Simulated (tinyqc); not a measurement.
Leakage through a gate insulator: direct, Fowler-Nordheim, trap-assisted and Poole-Frenkel currents: one step, computed by the program tinyqc.

Electrons enter from the cathode Fermi level at x = 0; the conduction band of the insulator lies phi_b - e F x above it, F = V/t. WKB exponents use a parabolic band with mass m.

Question. Poole-Frenkel bound. Poole-Frenkel emission over the lowered barrier of a charged trap: lowering sqrt(e F/(pi eps_opt eps_0)); J_PF = e N_t^(2/3) nu_0 exp(-(phi_t - lowering)/k_B T), one sheet of traps emitting with supply unlimited (an upper bound).

Inputs (values chosen for the exercise, with an insulator like SiO2):

| quantity | value | unit |
|---|---|---|
| thickness t | 5.6 | nm |
| optical constant eps_opt | 2.15 | - |
| voltage across the insulator V | 3.3 | V |
| trap depth phi_t | 2.1 | eV |
| trap density N_t | 2.7e+18 | cm^-3 |
| attempt rate nu_0 | 3e+12 | 1/s |
| temperature T | 350 | K |

Constants: e = 1.602176634e-19 C; eps_0 = 8.8541878128e-12 F/m; k_B = 8.617333262e-05 eV/K.

Give: barrier lowering; Poole-Frenkel bound J_PF.

Answer.

barrier lowering = 1.256 eV

Poole-Frenkel bound J_PF = 6.653e-07 A/cm^2

Caution: the film is too thin for the Poole-Frenkel picture (the lowering is a large part of the whole drop, or the traps are further apart than the film is thick), so J_PF is only nominal.
